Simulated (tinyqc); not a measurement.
Changing the roughness of the interface sigma_2: X-ray reflectivity of a thin film on silicon: critical angles, Parratt recursion, fringes and roughness. Computed by tinyqc, a small Python program. Command: `OMP_NUM_THREADS=1 python tinyqc.py 3121591 3121592 out.jsonl xrr sweep`. One thread of a shared host (Intel(R) Xeon(R) Processor @ 2.30GHz), about 0.01 s of CPU time with the checks.

n = 1 - delta + i beta; the classical electron radius is r_e = 2.8179403e-6 nm. Layer 0 is vacuum, 1 the film, 2 the substrate.

Inputs (values chosen for the exercise, modelled on copper on silicon, copper K-alpha radiation):
```
quantity                                        value     unit
wavelength lambda                             0.15406       nm
film density rho                                 8.85   g/cm^3
effective electrons per unit mass, film         0.458    mol/g
beta/delta, film                                0.025        -
film thickness d                                 78.6       nm
roughness of the surface sigma_1                  0.3       nm
substrate density                                2.33   g/cm^3
effective electrons per unit mass, substrate    0.507    mol/g
beta/delta, substrate                           0.023        -
grazing angle theta                              1.52  degrees
```

Constants: N_A = 6.02214076e+23 1/mol.

Method:
- delta = r_e lambda^2 rho_e/(2 pi), rho_e = density x electrons per mass x N_A; critical angle sqrt(2 delta), q_c = 4 sqrt(pi r_e rho_e).
- k_j = (2 pi/lambda) sqrt(sin^2 theta - 2 delta_j + 2 i beta_j); r_ij = (k_i - k_j)/(k_i + k_j) x exp(-2 k_i k_j sigma^2) (Nevot-Croce); r = (r_01 + r_12 p)/(1 + r_01 r_12 p), p = exp(2 i k_1 d); R = |r|^2.
- Far above the critical angle the period is d theta = lambda/(2 d), or 2 pi/d in q; the envelope runs between (|r_01| - |r_12 p|)^2 and (|r_01| + |r_12 p|)^2; contrast = 2 a b/(a^2 + b^2) with a = |r_01|, b = |r_12 p|; roughness factors on the amplitudes are about exp(-q^2 sigma^2/2).

One run for each value:
```
roughness of the interface sigma_2 (nm)  contrast  roughness factor, interface  reflectivity R
0.0                                        0.9583                    1.000e+00       3.225e-05
0.2                                        0.9309                    9.106e-01       3.978e-05
0.4                                        0.8203                    6.876e-01       6.751e-05
0.6                                        0.6012                    4.306e-01       1.161e-04
0.8                                        0.3470                    2.236e-01       1.692e-04
1.0                                        0.1596                    9.626e-02       2.093e-04
1.2                                        0.0602                    3.437e-02       2.315e-04
1.4                                        0.0189                    1.018e-02       2.410e-04
1.6                                        0.0050                    2.498e-03       2.442e-04
```

What does the table show?

Over the rows, contrast falls from 0.958 to 0.00497; roughness factor, interface falls from 1.00 to 0.00250; reflectivity R rises from 3.22e-5 to 2.44e-4.
